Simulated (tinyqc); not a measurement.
## Off-state leakage of single and stacked transistors: leakage components against the threshold

n-channel devices of unit width. Subthreshold current I(Vg, Vs, Vd) = I0 (T/300 K)^0.5 exp[(Vg - Vs - VT(T) - gb (Vs - Vb) + dd (Vd - Vs))/(nf Vt)] (1 - exp(-(Vd - Vs)/Vt)), VT(T) = VT - cT (T - 300 K). Gate-edge tunnelling Ig (Vd/1 V) exp(ag (Vd - 1 V)), for a gate at 0 V, and band-to-band leakage Ab u exp(-Bb/u), u = Vd - Vb + 1 V, flow at a drain held at V; both are taken as independent of T. In a stack of off transistors (all gates at 0 V) the same subthreshold current passes through each.

One transistor with Vg = Vs = 0, Vd = V; stack factor I(one)/I(two in series).

Parameters, values chosen for the exercise; values of the order met in bulk silicon logic transistors: temperature T = 378 K; supply voltage V = 0.8 V; fall of the threshold with temperature cT = 0.7 mV/K; current at threshold at 300 K I0 = 0.3 uA/um; slope factor nf = 1.29; drain-induced lowering per volt dd = 0.12; rise of the threshold per volt of source-body bias gb = 0.18; gate-edge tunnelling current at 1 V Ig = 3e-5 uA/um; exponential slope of the gate current ag = 3.9 1/V; prefactor of band-to-band leakage at the drain Ab = 20 uA/(um V); its exponential voltage Bb = 26 V; body voltage Vb = 0 V.

Constants: q = 1.602176634e-19 C, kB = 1.380649e-23 J/K, Vt = kB T/q. Results are converted to the units shown.

The same in every row: gate edge (nA/um) = 0.01100; band-to-band (nA/um) = 0.01919; stack factor = 9.033.

Results:
```
VT (V),subthreshold (nA/um),total (nA/um),largest part
0.15,341.6,341.6,subthreshold
0.2,103.9,104.0,subthreshold
0.3,9.620,9.650,subthreshold
0.35,2.927,2.957,subthreshold
0.4,0.8905,0.9207,subthreshold
0.45,0.2709,0.3011,subthreshold
0.5,0.08243,0.1126,subthreshold
0.55,0.02508,0.05528,subthreshold
0.6,0.007630,0.03783,band-to-band
```

Estimate the missing row, VT = 0.25 V.

Computed row:
```
VT (V),subthreshold (nA/um),total (nA/um),largest part
0.25,31.62,31.65,subthreshold
```

With this row back in the table: As VT goes from 0.15 to 0.6, the total leakage falls from 342 to 0.0378 nA/um. The subthreshold part leads at VT = 0.15, the band-to-band part from 0.6 on. The reduction by a stack of two stays at 9.03, for the subthreshold part alone. For VT = 0.15, 0.2, 0.25 the gate is within about 3 nf Vt of threshold, where the exponential law overstates the current.

Program tinyqc, `OMP_NUM_THREADS=1 python tinyqc.py 2242167 2242168 out.jsonl`; Intel Xeon 2.30GHz, shared host, one thread, about 0.04 s.
